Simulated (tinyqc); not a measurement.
Comparisons within one model: short-period [001] superlattice in sp3s* tight binding. A value that a table varies takes the place of the one given here.

Planes alternate anion, cation along [001], a/4 apart; at zero in-plane momentum s, pz, s* form one block. All levels of A are shifted so that its Ev (lower root of [[Epa, Vxx], [Vxx, Epc]]) is 0, and those of B so that its Ev is -dEv. A monolayer is an anion plane and the cation plane above it; an anion between unlike cations takes the mean of the two anion levels; each bond takes the couplings of its cation. Block from an anion to the cation above: U with Vss/2 (s,s), Vsapc/2 (s,z), -Vscpa/2 (z,s), Vxx/2 (z,z), Vxapc/2 (s*,z), -Vpaxc/2 (z,s*); to the cation below: the same with the s-z and s*-z signs reversed. The cell of n + m monolayers is closed with the phase exp(2 pi i q). No spin-orbit coupling. In this block 2 (n + m) levels are filled.

For the two lowest empty levels at q = 0: energy, share of the cation weight on A, and Gamma character, the share of the cation amplitudes with Fourier index |j|/(n + m) < 1/4 along the stack (near 1: Gamma-like, near 0: folded from X).

Parameters, chosen for this exercise (A near a published set for GaAs, B for AlAs; the results hold for these values, not for the real material):
- pA = (-8.337, 1.04, -2.65, 3.678, 8.574, 6.74, -6.461, 1.958, 5.069, 4.486, 5.769, 4.846, 4.798) eV (order Esa, Epa, Esc, Epc, Exa, Exc, Vss, Vxx, Vxy, Vsapc, Vscpa, Vxapc, Vpaxc)
- pB = (-7.534, 0.984, -1.162, 3.585, 7.484, 6.745, -6.667, 1.882, 4.284, 5.098, 5.482, 4.51, 4.99) eV (the same for B)
- dEv = 0.49 eV (valence offset: Ev(B) lies this far below Ev(A))
- a = 5.65 angstrom (lattice constant, taken common; strain is left out)
- nw = 16 (monolayers of A)
- n2 = 10 (monolayers of A)
- m2 = 9 (monolayers of B)

## Equal layers of growing thickness

n = m.

Lowest empty levels:
```
n = m  layer (angstrom)  E1 (eV)  on A  Gamma  E2 (eV)  on A  Gamma
2                   5.7   1.9052  0.45   0.06   1.9730  0.68   0.87
3                   8.5   1.8807  0.20   0.00   1.9356  0.76   0.94
4                  11.3   1.8436  0.19   0.10   1.9098  0.73   0.91
6                  16.9   1.8096  0.29   0.27   1.8351  0.69   0.80
8                  22.6   1.7665  0.92   0.97   1.8055  0.03   0.03
10                 28.2   1.7226  0.95   0.99   1.8012  0.00   0.00
12                 33.9   1.6908  0.97   1.00   1.7978  0.01   0.00
14                 39.5   1.6676  0.98   1.00   1.7940  0.00   0.00
18                 50.9   1.6371  0.99   1.00   1.7913  0.00   0.00
```

What does this show, and why?

At zero in-plane momentum (the in-plane X valleys are left out) the lowest level is X-like for n = 2, 3, 4 and 6 and Gamma-like for the others (a Gamma weight between about 0.35 and 0.65 marks an even mixture, at the crossover). Thin layers push the light Gamma electron up past the heavy X electron, whose share on A runs from 0.19 to 0.45, so for n = 3, 4 and 6 it lies apart from the holes in A (type II); the crossover lies between n = 6 and 8. The crossover moves with dEv and with the electron mass, which this model makes too heavy, so it comes at thinner layers than in the real system. At n = 18 the lowest level lies 0.070 eV above the lowest bulk edge of the two crystals, with 99 % of its cation weight on A.

## Miniband width against barrier thickness

nw monolayers of A and m of B; lowest empty level at q = 0 and q = 1/2. The decay constant is ln(width(4)/width(6)) over two monolayers, each a/2 thick.

Lowest miniband:
```
m  E(q = 0) (eV)  E(q = 1/2) (eV)  width (meV)  Gamma character
1         1.6038           1.6841       80.302             0.99
2         1.6249           1.6718       46.882             1.00
3         1.6358           1.6634       27.585             1.00
4         1.6419           1.6583       16.423             1.00
5         1.6455           1.6551        9.582             1.00
6         1.6475           1.6532        5.713             1.00
8         1.6494           1.6513        1.979             1.00
```

decay constant = 0.1869 1/angstrom

How do the results move?

The width falls from 80.3 to 1.98 meV, as exp(-kappa d) with kappa = 0.187 1/angstrom, which stands for the decay constant of the barrier at this energy: each monolayer costs a factor 1.70. The level at q = 0 rises by 46 meV towards that of a single well.

## What each change does

A cell with n = n2 and m = m2. Each row changes one parameter from the base and keeps the others.

Results:
```
case           E1 (eV)  A share 1  Gamma 1  E2 (eV)  A share 2  Gamma 2
base            1.7219       0.95     0.99   1.8024       0.01     0.00
n2 = 12         1.6900       0.97     1.00   1.8024       0.01     0.00
m2 = 11         1.7229       0.95     0.99   1.8003       0.00     0.00
dEv = 0.59 eV   1.7028       0.00     0.00   1.7116       0.62     0.63
```

What does this show?

The largest shifts from the base row, up to three for each result and ties (the steps differ in size, so this ranks the rows, not the parameters). E1 (eV): n2 -0.0320, dEv -0.0192, m2 +0.0009. A share 1: dEv -0.95, n2 +0.01; unchanged at the printed digits by m2. Gamma 1: dEv -0.99, n2 +0.00; unchanged at the printed digits by m2. E2 (eV): dEv -0.0908, m2 -0.0020; unchanged at the printed digits by n2. A share 2: dEv +0.62, m2 -0.00; unchanged at the printed digits by n2. Gamma 2: dEv +0.62; unchanged at the printed digits by n2 and m2.

tinyqc: `OMP_NUM_THREADS=1 python tinyqc.py 1451048 1451049 out.jsonl`; about 0.7 s, one thread, shared Intel(R) Xeon(R) Processor @ 2.30GHz.
